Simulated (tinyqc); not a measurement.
Schottky emission and Poole-Frenkel conduction in an insulator, and how to tell them apart: two steps of the calculation.

Schottky emission (electrode-limited): J = As T^2 exp[-(pb - b sqrt(F))/Vt], b = sqrt(q/(4 pi eps0 ei)). Poole-Frenkel emission (bulk-limited): J = s0 F exp[-(pt - 2 b sqrt(F))/Vt]. F in V/cm.

Parameters, values chosen for the exercise; dielectric values close to those of zirconium oxide: temperature T = 325 K; high-frequency relative permittivity ei = 4.4; static relative permittivity es = 24.1; trap depth pt = 0.71 eV; Poole-Frenkel prefactor s0 = 0.075 S/cm; electrode barrier pb = 1.03 eV; Richardson constant As = 58 A/(cm^2 K^2); field F = 2.4 MV/cm.

Constants: q = 1.602176634e-19 C, kB = 1.380649e-23 J/K, Vt = kB T/q, eps0 = 8.8541878128e-14 F/cm where lengths are in cm. Results are converted to the units shown.

Problem 1. Both currents at one field. Lowerings b sqrt(F) and 2 b sqrt(F); the image-force maximum lies at sqrt(q/(16 pi eps0 ei F)) from the electrode.

Give: Schottky lowering; position of the barrier top; Poole-Frenkel lowering; J, Schottky; J, Poole-Frenkel.

Solution 1.

Schottky lowering = 280.26 meV
position of the barrier top = 0.58387 nm
Poole-Frenkel lowering = 560.51 meV
J, Schottky = 1.4485e-5 A/cm^2
J, Poole-Frenkel = 865.30 A/cm^2

Injection and bulk transport act in series, so the smaller capacity limits the current: here the electrode, by a factor of 5.97e7.

Problem 2. Which mechanism made these data. The data come from another sample of the same dielectric, in which one mechanism alone limits the current. Fit straight lines by least squares: ln J on sqrt(F) (Schottky plot, slope b/Vt) and ln(J/F) on sqrt(F) (Poole-Frenkel plot, slope 2 b/Vt), F in V/cm, and read a permittivity from each slope. The right mechanism gives a value near ei, and in any case between ei and es.

```
point  F (MV/cm)  J (A/cm^2)
0           0.54   0.0001944
1           0.87    0.004036
2           1.19     0.04258
3           1.52      0.3407
4           1.84       2.035
5           2.17       10.83
```

Give: slope of the Schottky plot; permittivity read as Schottky; slope of the Poole-Frenkel plot; permittivity read as Poole-Frenkel.

Solution 2.

slope of the Schottky plot = 0.014788 (cm/V)^0.5
permittivity read as Schottky = 0.83948
slope of the Poole-Frenkel plot = 0.012919 (cm/V)^0.5
permittivity read as Poole-Frenkel = 4.4002

Both plots are nearly straight, so straightness decides nothing. Read as Poole-Frenkel the data give 4.40, which matches ei = 4.4; read as Schottky they give 0.839, below 1 and impossible. The data are Poole-Frenkel.

tinyqc, about 0.01 s, one thread, Intel Xeon 2.30GHz (shared host): `OMP_NUM_THREADS=1 python tinyqc.py 2370163 2370164 out.jsonl`
